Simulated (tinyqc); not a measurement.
Pressure series at fixed power: global model of a low-pressure process discharge: electron temperature, density, ion flux and ion energy. Computed by tinyqc, a small Python program. Command: `OMP_NUM_THREADS=1 python tinyqc.py 3113459 3113460 out.jsonl plasma walk`. One thread of a shared host (Intel(R) Xeon(R) Processor @ 2.30GHz), about 0.01 s of CPU time with the checks.

Maxwellian electrons with temperature T_e in eV, one positive ion, no negative ions, uniform bulk density n; rate constants have the Arrhenius form.

Inputs (values chosen for the exercise, of the order of those of an inductive discharge in a simple atomic gas): ion mass M = 32 u; ionisation prefactor K0 = 5.2e-14 m^3/s; ionisation energy E_iz = 16.2 eV; excitation prefactor X0 = 2.8e-14 m^3/s; excitation energy E_ex = 10.8 eV; elastic rate constant K_el = 1.1e-13 m^3/s; ion-neutral cross section = 8.5e-19 m^2; gas temperature T_g = 500 K; radius R = 12 cm; height L = 14 cm; absorbed power P = 360 W.

Constants: k_B = 1.380649e-23 J/K; e = 1.602176634e-19 C; u = 1.6605390666e-27 kg; m_0 = 9.1093837015e-31 kg.

Method:
- n_g = p/(k_B T_g), lambda_i = 1/(n_g sigma), K_iz = K0 exp(-E_iz/T_e), h_L = 0.86/sqrt(3 + L/(2 lambda_i)), h_R = 0.8/sqrt(4 + R/lambda_i), A_eff = 2 pi R^2 h_L + 2 pi R L h_R and d_eff = pi R^2 L/A_eff follow p.
- Particle balance: K0 exp(-E_iz/T_e) n_g d_eff = u_B, u_B = sqrt(e T_e/M).
- E_c = E_iz + (X0 exp(-E_ex/T_e) E_ex + K_el (3 m_0/M) T_e)/K_iz; E_T = E_c + (5/2) T_e + (T_e/2) ln(M/(2 pi m_0)); n = P/(e u_B A_eff E_T); J = e h_L n u_B. Pressures without a root below 2 E_iz are left out.

Against pressure:
```
p (Pa)  T_e (eV)  E_c (eV)  E_T (eV)  n (1/cm^3)  J (mA/cm^2)
0.1       6.0107     30.49     72.97  9.5575e+10       2.8528
0.2       4.4390     35.85     67.22  1.3472e+11       3.1245
0.5       3.2729     46.53     69.66  1.9084e+11       3.0553
1.0       2.7102     58.96     78.12  2.3778e+11       2.7476
2.0       2.3027     77.16     93.44  2.8631e+11       2.3106
5.0       1.9150    114.74    128.27  3.4665e+11       1.6905
10.0      1.6973    158.85    170.84  3.8518e+11       1.2713
20.0      1.5239    224.22    234.99  4.1476e+11       0.9250
```

What does the comparison show, and why?

T_e falls from 6.01 to 1.52 eV, n changes by a factor 4.3 and J by 0.32; in J = P h_L/(A_eff E_T), E_T changes by a factor 3.22 and is least at 0.2 Pa, between wall losses at high T_e and excitation losses at low T_e.

Extremes, crossings and ranges named in words are read from the listed rows.
